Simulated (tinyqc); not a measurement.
# Insulator thickness and V0 from two charges

Inverse problem. In an undoped wire Vg - V0 = Q/Cox + Vt ln(Q/Q0) + Vt ln(1 + Q/Q0) at the source, with Q0 = 4 eps0 eps_r Vt/R and Cox = eps0 eox/(R ln(1 + tox/R)). Find Cox, tox and V0.

Inputs (values chosen for the exercise); material values close to those of silicon: temperature T = 325 K; relative permittivity of the semiconductor eps_r = 11.9; relative permittivity of the gate insulator eox = 24.2; wire radius R = 8 nm.

Constants: q = 1.602176634e-19 C, kB = 1.380649e-23 J/K, Vt = kB T/q, eps0 = 8.8541878128e-14 F/cm where lengths are in cm. Results are converted to the units shown.

Qs at Vg = 0.75 and 1.15 V (nC/cm^2): [1183.3627, 3403.2436]

Answer. The two equations are linear in 1/Cox and V0; tox follows by inverting the logarithm.

Cox = 6.47 uF/cm^2
tox = 4.10 nm
V0 = 0.447 V

Computed by the program tinyqc: `OMP_NUM_THREADS=1 python tinyqc.py 2460084 2460085 out.jsonl`, one thread of a shared Intel Xeon 2.30GHz, about 0.02 s for the whole run.
